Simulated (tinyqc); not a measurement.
Alloy A(1-x)B(x) by interpolation with bowing: sweeps and comparisons. A value that a table varies takes the place of the one given here.

Each gap follows E(x) = (1 - x) E_A + x E_B - C x (1 - x); the lattice constant follows Vegard, a(x) = (1 - x) a_A + x a_B.

Mass at Gamma from the Kane formula 1/m = F + Ep (Eg + 2 Dso/3)/(Eg (Eg + Dso)). F is fixed by the masses of A and B and interpolated linearly, as is Ep; Eg and Dso carry their bowing.

Constants: hc = 1239.841984 eV nm.

Inputs chosen for the exercise (A near InP, B near GaP; shifted at random, so the results belong to these values and not to a real crystal): a = (5.868, 5.458) angstrom (lattice constant of A, B); Eg = (1.44, 2.915) eV (gap at Gamma to the s-like level of A, B); EgX = (2.406, 2.369) eV (gap to the lowest valley along Gamma-X of A, B); EgL = (2.013, 2.696) eV (gap to L of A, B); C = (0.626, 0.227, 1.037) eV (bowing of the Gamma, X and L gaps); Dso = (0.108, 0.081) eV (spin-orbit splitting of A, B); Ep = (20.8, 31.2) eV (Kane energy of A, B); me = (0.0806, 0.1299) m0 (electron mass at Gamma of A, B); Cs = 0 eV (bowing of Dso); x = 0.27 (fraction of B).

## Gaps across the alloy

Eleven compositions.

Gaps (eV):
```
x    a (angstrom)  Gamma      X      L  lowest  wavelength (nm)
0.0        5.8680  1.440  2.406  2.013   Gamma              861
0.1        5.8270  1.531  2.382  1.988   Gamma              810
0.2        5.7860  1.635  2.362  1.984   Gamma              758
0.3        5.7450  1.751  2.347  2.000   Gamma              708
0.4        5.7040  1.880  2.337  2.037   Gamma              660
0.5        5.6630  2.021  2.331  2.095   Gamma              613
0.6        5.6220  2.175  2.329  2.174       L              570
0.7        5.5810  2.341  2.332  2.273       L              545
0.8        5.5400  2.520  2.340  2.393       X              530
0.9        5.4990  2.711  2.352  2.534       X              527
1.0        5.4580  2.915  2.369  2.696       X              523
```

The lowest valley changes at x = 0.599 (Gamma to L, gap 2.173 eV) and x = 0.754 (L to X, gap 2.336 eV). The Gamma gap is monotonic, since its bowing (0.626 eV) is smaller than the difference of the end gaps (1.475 eV); at x = 0.5 bowing lowers it by C/4 = 0.157 eV.

## Three ways to interpolate a mass

Linear in m, linear in 1/m, and the Kane formula.

Masses (m0):
```
x      Eg (eV)  linear in m  linear in 1/m    Kane  Kane m/Eg (1/eV)
0.000    1.440       0.0806         0.0806  0.0806            0.0560
0.125    1.556       0.0868         0.0846  0.0830            0.0533
0.250    1.691       0.0929         0.0890  0.0864            0.0511
0.375    1.846       0.0991         0.0940  0.0909            0.0492
0.500    2.021       0.1052         0.0995  0.0964            0.0477
0.625    2.215       0.1114         0.1057  0.1030            0.0465
0.750    2.429       0.1176         0.1127  0.1107            0.0456
0.875    2.662       0.1237         0.1207  0.1196            0.0449
1.000    2.915       0.1299         0.1299  0.1299            0.0446
```

At x = 0.5 the three give 0.1052, 0.0995 and 0.0964; judged by the largest distance, the Kane value is closer to the interpolation in 1/m (largest distances 0.0088 m0 from the rule in m, 0.0031 m0 from the rule in 1/m). The ratio m/Eg varies by a factor of 1.26 while the gap varies by 2.02; a constant ratio is the two-band rule m = Eg/Ep at fixed Ep.

## What each parameter does

Gaps at x and the Kane mass. Each row changes one parameter from the base and keeps the others.

Results:
```
case                          Gamma (eV)  X (eV)  L (eV)  mass (m0)
base                              1.7149  2.3513  1.9930     0.0871
x = 0.31                          1.7633  2.3460  2.0029     0.0885
C = (0.726, 0.327, 1.137) eV      1.6952  2.3316  1.9733     0.0859
Eg = (1.512, 2.915) eV            1.7674  2.3513  1.9930     0.0864
EgX = (2.406, 2.251) eV           1.7149  2.3194  1.9930     0.0871
EgL = (1.912, 2.696) eV           1.7149  2.3513  1.9193     0.0871
Ep = (22.9, 34.3) eV              1.7149  2.3513  1.9930     0.0868
Cs = 0.05 eV                      1.7149  2.3513  1.9930     0.0869
```

The largest shifts from the base row, up to three for each result and ties (the steps differ in size, so this ranks the rows, not the parameters). Gamma (eV): Eg +0.0526, x +0.0485, C -0.0197; unchanged at the printed digits by EgX, EgL, Ep and Cs. X (eV): EgX -0.0319, C -0.0197, x -0.0053; unchanged at the printed digits by Eg, EgL, Ep and Cs. L (eV): EgL -0.0737, C -0.0197, x +0.0099; unchanged at the printed digits by Eg, EgX, Ep and Cs. mass (m0): x +0.0014, C -0.0012, Eg -0.0006; unchanged at the printed digits by EgX and EgL.

tinyqc: `OMP_NUM_THREADS=1 python tinyqc.py 1081599 1081600 out.jsonl`; about 0.01 s, one thread, shared Intel(R) Xeon(R) Processor @ 2.30GHz.
